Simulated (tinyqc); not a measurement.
Inside a calculation. Method: sp3 tight binding, zinc-blende lattice. Computed by tinyqc, a small Python program that keeps every step. Command: `OMP_NUM_THREADS=1 python tinyqc.py 31833 31834 out.jsonl` (the two numbers bound the seeds that draw the settings). One thread of a shared host (Intel(R) Xeon(R) Processor @ 2.60GHz), about 0.01 s of CPU time with the checks.

## Bloch Hamiltonian at k

Parameters chosen for this model: zinc-blende lattice, anion at 0, cation at a/4 (1,1,1); V = eta hbar^2 / (m d^2), hbar^2/m = 7.619964 eV angstrom^2:
```
parameter          value      unit
a               5.290000  angstrom
d               2.290637  angstrom
Es anion      -13.240000        eV
Ep anion       -8.860000        eV
Es cation      -9.490000        eV
Ep cation      -6.900000        eV
eta ss         -1.320000
eta sp          1.420000
eta pp sigma    2.220000
eta pp pi      -0.630000
V ss           -1.916965        eV
V sp            2.062190        eV
V pp sigma      3.223987        eV
V pp pi        -0.914915        eV
```

k point k (2 pi / a): [0.06000, -0.30000, -0.57000]

Slater-Koster rules over the four bonds with direction cosines (l, m, n): ss V_ss; s-px l V_sp; px-s -l V_sp; px-px l^2 V_pps + (1 - l^2) V_ppp; px-py l m (V_pps - V_ppp); each times exp(i k.d).

H(k) at k (eV), order a s, a px, a py, a pz, c s, c px, c py, c pz:
```
[[-13.24000, 0.00000, 0.00000, 0.00000, -4.25277+0.25567i, -1.67988+0.24968i, 0.31165-1.34583i, 0.12722-3.29694i],
 [0.00000, -8.86000, 0.00000, 0.00000, 1.67988-0.24968i, 1.03097-0.06198i, 0.14742-3.82039i, 0.36113-1.55951i],
 [0.00000, 0.00000, -8.86000, 0.00000, -0.31165+1.34583i, 0.14742-3.82039i, 1.03097-0.06198i, -1.94658+0.28932i],
 [0.00000, 0.00000, 0.00000, -8.86000, -0.12722+3.29694i, 0.36113-1.55951i, -1.94658+0.28932i, 1.03097-0.06198i],
 [-4.25277-0.25567i, 1.67988+0.24968i, -0.31165-1.34583i, -0.12722-3.29694i, -9.49000, 0.00000, 0.00000, 0.00000],
 [-1.67988-0.24968i, 1.03097+0.06198i, 0.14742+3.82039i, 0.36113+1.55951i, 0.00000, -6.90000, 0.00000, 0.00000],
 [0.31165+1.34583i, 0.14742+3.82039i, 1.03097+0.06198i, -1.94658-0.28932i, 0.00000, 0.00000, -6.90000, 0.00000],
 [0.12722+3.29694i, 0.36113+1.55951i, -1.94658-0.28932i, 1.03097+0.06198i, 0.00000, 0.00000, 0.00000, -6.90000]]
```

## Levels at k

Diagonalise the Hermitian matrix.

eigenvalues (eV): [-17.42736, -13.16557, -12.64172, -11.68254, -4.70338, -4.43863, -3.44720, -2.50359]

weights |c|^2 of the basis functions, order a s, a px, a py, a pz, c s, c px, c py, c pz:
```
[[0.61288, 0.07072, 0.01374, 0.02706, 0.01652, 0.20820, 0.00945, 0.04143],
 [0.00033, 0.13177, 0.44162, 0.00460, 0.03321, 0.10818, 0.15328, 0.12701],
 [0.00849, 0.25348, 0.10294, 0.24028, 0.02201, 0.00778, 0.22728, 0.13774],
 [0.03422, 0.14029, 0.03634, 0.35500, 0.30801, 0.02338, 0.00024, 0.10252],
 [0.26528, 0.10506, 0.05360, 0.05140, 0.11135, 0.32530, 0.01866, 0.06935],
 [0.00478, 0.21135, 0.12545, 0.01693, 0.01506, 0.20738, 0.22248, 0.19656],
 [0.01495, 0.06575, 0.18550, 0.12288, 0.03199, 0.02376, 0.36826, 0.18692],
 [0.05906, 0.02157, 0.04080, 0.18185, 0.46185, 0.09603, 0.00035, 0.13848]]
```

## Bloch Hamiltonian at G

k point G (2 pi / a): [0, 0, 0]

As before.

H(k) at G (eV), order a s, a px, a py, a pz, c s, c px, c py, c pz:
```
[[-13.24000, 0.00000, 0.00000, 0.00000, -7.66786, 0.00000, 0.00000, 0.00000],
 [0.00000, -8.86000, 0.00000, 0.00000, 0.00000, 1.85888, 0.00000, 0.00000],
 [0.00000, 0.00000, -8.86000, 0.00000, 0.00000, 0.00000, 1.85888, 0.00000],
 [0.00000, 0.00000, 0.00000, -8.86000, 0.00000, 0.00000, 0.00000, 1.85888],
 [-7.66786, 0.00000, 0.00000, 0.00000, -9.49000, 0.00000, 0.00000, 0.00000],
 [0.00000, 1.85888, 0.00000, 0.00000, 0.00000, -6.90000, 0.00000, 0.00000],
 [0.00000, 0.00000, 1.85888, 0.00000, 0.00000, 0.00000, -6.90000, 0.00000],
 [0.00000, 0.00000, 0.00000, 1.85888, 0.00000, 0.00000, 0.00000, -6.90000]]
```

## Levels at G

As before.

eigenvalues (eV): [-19.25878, -9.98138, -9.98138, -9.98138, -5.77862, -5.77862, -5.77862, -3.47122]

## Bands along a path

The same steps at evenly spaced points between the labelled ones.

Bands along the path (eV):
```
k            band 1     band 2     band 3     band 4    band 5    band 6    band 7    band 8
L         -16.92797  -14.71057  -11.69667  -11.69667  -4.94208  -4.06333  -4.06333  -1.90938
L-G 0.20  -17.33414  -14.17586  -11.56749  -11.56749  -4.86871  -4.19251  -4.19251  -2.11129
L-G 0.40  -18.04958  -13.06536  -11.20563  -11.20563  -4.72153  -4.55437  -4.55437  -2.65352
L-G 0.60  -18.68579  -11.77321  -10.69477  -10.69477  -5.06523  -5.06523  -4.77597  -3.25503
L-G 0.80  -19.11026  -10.56188  -10.20060  -10.20060  -5.55940  -5.55940  -5.35113  -3.46673
G         -19.25878   -9.98138   -9.98138   -9.98138  -5.77862  -5.77862  -5.77862  -3.47122
G-X 0.20  -19.05999  -10.52461  -10.52461  -10.23166  -5.71045  -5.23539  -5.23539  -3.48791
G-X 0.40  -18.48290  -11.58725  -11.58725  -10.93987  -5.50670  -4.17275  -4.17275  -3.56053
G-X 0.60  -17.58868  -12.57966  -12.57966  -11.98817  -5.18481  -3.72834  -3.18034  -3.18034
G-X 0.80  -16.51115  -13.24996  -13.24996  -13.18394  -4.78871  -4.00620  -2.51004  -2.51004
X         -15.79098  -13.94783  -13.48488  -13.48488  -4.40217  -4.34902  -2.27512  -2.27512
X-W 0.20  -15.79098  -13.94783  -13.48488  -13.48488  -4.40217  -4.34902  -2.27512  -2.27512
X-W 0.40  -15.79098  -13.94783  -13.48488  -13.48488  -4.40217  -4.34902  -2.27512  -2.27512
X-W 0.60  -15.79098  -13.94783  -13.48488  -13.48488  -4.40217  -4.34902  -2.27512  -2.27512
X-W 0.80  -15.79098  -13.94783  -13.48488  -13.48488  -4.40217  -4.34902  -2.27512  -2.27512
W         -15.79098  -13.94783  -13.48488  -13.48488  -4.40217  -4.34902  -2.27512  -2.27512
```

With 4 band(s) filled, the highest filled level on these points lies at G and the lowest empty one at G: a gap of 4.2028 eV, direct.
